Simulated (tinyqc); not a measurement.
Inside a calculation. Method: inverse iteration on a symmetric matrix. Computed by tinyqc, a small Python program that keeps every step. Settings: method = inverse, shift = 1.43. Command: `OMP_NUM_THREADS=1 python tinyqc.py 31749 31750 out.jsonl` (the two numbers bound the seeds that draw the settings). One thread of a shared host (Intel(R) Xeon(R) Processor @ 2.60GHz), about 0.01 s of CPU time with the checks.

A:
```
,1,2,3
1,2.896000,-0.091000,0.252000
2,-0.091000,2.900000,-0.255000
3,0.252000,-0.255000,3.248000
```

Stop when the residual |A v - lambda v| is below 1e-9.

Steps:
```
step,lambda,residual
1,2.87360946,2.21e-01
2,2.83142316,1.57e-01
3,2.81064304,1.08e-01
4,2.80056382,7.55e-02
5,2.79541194,5.46e-02
6,2.79242653,4.25e-02
7,2.79035526,3.63e-02
8,2.78864408,3.36e-02
9,2.78705176,3.27e-02
10,2.78547537,3.27e-02
11,2.78387302,3.30e-02
12,2.78222996,3.34e-02
13,2.78054376,3.38e-02
14,2.77881786,3.42e-02
15,2.77705863,3.45e-02
16,2.77527405,3.47e-02
17,2.77347304,3.48e-02
18,2.77166506,3.48e-02
19,2.76985975,3.48e-02
20,2.76806677,3.46e-02
21,2.76629550,3.43e-02
22,2.76455489,3.40e-02
23,2.76285324,3.36e-02
24,2.76119809,3.31e-02
25,2.75959609,3.25e-02
26,2.75805293,3.19e-02
27,2.75657324,3.12e-02
28,2.75516067,3.04e-02
29,2.75381784,2.96e-02
30,2.75254640,2.88e-02
```

Can the last value be used, and what does the course show?

Not by the stop rule. Not converged in 30 steps: the residual falls only by the ratio of the two smallest distances of eigenvalues from the shift, 0.95 a step. all eigenvalues, for comparison: 2.737322  2.806990  3.499688.
